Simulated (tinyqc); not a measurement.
Nanowire ballistic transistor, top-of-the-barrier model: effect of the drain control CD/CS.

At the top of the source barrier, states moving towards the drain are filled by the source (Fermi level 0) and states moving back by the drain (Fermi level -q Vd); nothing scatters. U is the shift of the band edge there, set by the capacitances CG, CD and CS (the total) and by the charge. Parabolic one-dimensional subband; the source is grounded.

N0 = gv sqrt(2 m kB T/pi)/hbar, CG = 2 pi eps0 eox/ln(1 + 2 tox/d), CS = CG/aG, n0 = n at U = 0 and Vd = 0. eta1 = -(E0 + U)/Vt, eta2 = eta1 - Vd/Vt, n = (N0/2)[F_(-1/2)(eta1) + F_(-1/2)(eta2)], F_(-1/2)(x) = (1/sqrt(pi)) int_0^infinity u^(-1/2)/(1 + exp(u - x)) du. U = UL + q (n - n0)/CS with UL = -(aG Vg + aD Vd), energies in eV. I = gv (2 q^2/h) Vt [ln(1 + exp eta1) - ln(1 + exp eta2)]. CQ = (q/Vt) dn/d(eta1). E0 is held fixed.

Parameters, values chosen for the exercise; mass and valleys close to those of germanium:

| symbol | value | unit | meaning |
|---|---|---|---|
| T | 400 | K | temperature |
| m | 0.121 | m0 | effective mass |
| gv | 4 |  | valley degeneracy |
| eox | 9 |  | relative permittivity of the gate insulator |
| tox | 2.1 | nm | insulator thickness |
| d | 2 | nm | wire diameter |
| aG | 0.75 |  | gate control CG/CS |
| E0 | 0.25 | eV | band edge at the barrier top above the source Fermi level at zero bias |
| Vg | 0.8 | V | gate voltage |
| Vd | 0.8 | V | drain voltage |

Constants: q = 1.602176634e-19 C, kB = 1.380649e-23 J/K, hbar = 1.054571817e-34 J s, h = 6.62607015e-34 J s, m0 = 9.1093837015e-31 kg, Vt = kB T/q, eps0 = 8.8541878128e-14 F/cm where lengths are in cm. Results are converted to the units shown.

Results:
```
aD,eta1,n (cm^-1),I (uA),mean velocity I/(q n) (cm/s),CQ/CS
0,3.859,7.997e6,41.44,3.235e7,0.9234
0.02,4.102,8.277e6,44.00,3.318e7,0.8909
0.06,4.601,8.822e6,49.26,3.485e7,0.8316
0.08,4.856,9.087e6,51.96,3.569e7,0.8048
0.1,5.115,9.348e6,54.71,3.653e7,0.7798
0.12,5.378,9.604e6,57.50,3.737e7,0.7566
0.14,5.644,9.855e6,60.33,3.821e7,0.7349
```

Estimate the missing row, aD = 0.04.

Computed row:
```
aD,eta1,n (cm^-1),I (uA),mean velocity I/(q n) (cm/s),CQ/CS
0.04,4.350,8.552e6,46.60,3.401e7,0.8603
```

With this row back in the table: As aD goes from 0 to 0.14, n rises from 8.00e6 to 9.86e6 cm^-1, the mean velocity rises from 3.23e7 to 3.82e7 cm/s and the current rises from 41.4 to 60.3 uA. CQ/CS goes from 0.92 to 0.73.

Computed by the program tinyqc: `OMP_NUM_THREADS=1 python tinyqc.py 2400045 2400046 out.jsonl`, one thread of a shared Intel Xeon 2.30GHz, about 0.04 s for the whole run.
